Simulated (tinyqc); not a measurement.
Interface traps from C-V curves, high-low and Terman methods: one step of the calculation.

MOS capacitor on an n-type substrate; psi is the band bending, negative in depletion; only majority carriers are counted. At the bending psi the Fermi level lies y = xi - psi below the conduction edge at the surface, xi = Vt ln(Nc/Nd). Dit(y) = D0 + D1 exp(-y/E1); traps fill up to the Fermi level, follow the bias and a slow signal, and do not follow a fast one. V is the gate voltage from flat band.

Task. Terman extraction. psi at each point follows from C_HF and the ideal curve. Dit = (Cox/q) d(V - V0)/dpsi by central differences over the two neighbours.

Constants: q = 1.602176634e-19 C. Results are converted to the units shown.

```
point      psi (V)      V0 (V)       V (V)
0      -0.90000000  -1.1776178  -1.1871276
1      -0.75650000  -1.0103101  -1.0187945
2      -0.61300000  -0.8405248  -0.8479837
3      -0.46950000  -0.6672762  -0.6737087
4      -0.32600000  -0.4886757  -0.4940706
5      -0.18250000  -0.3000298  -0.3042658
6      -0.03900000  -0.0797856  -0.0815359
```

Cox = 784.80301 nF/cm^2

Give: Dit by Terman.

Result.

Dit by Terman, point 1 to 5 (cm^-2 eV^-1): 3.500e10  3.502e10  3.523e10  3.749e10  6.220e10

The differences overstate the curved tail; the largest error is 32 %, at point 5.

Numbers from tinyqc (`OMP_NUM_THREADS=1 python tinyqc.py 2030052 2030053 out.jsonl`; about 0.01 s on one thread of a shared Intel Xeon 2.30GHz).
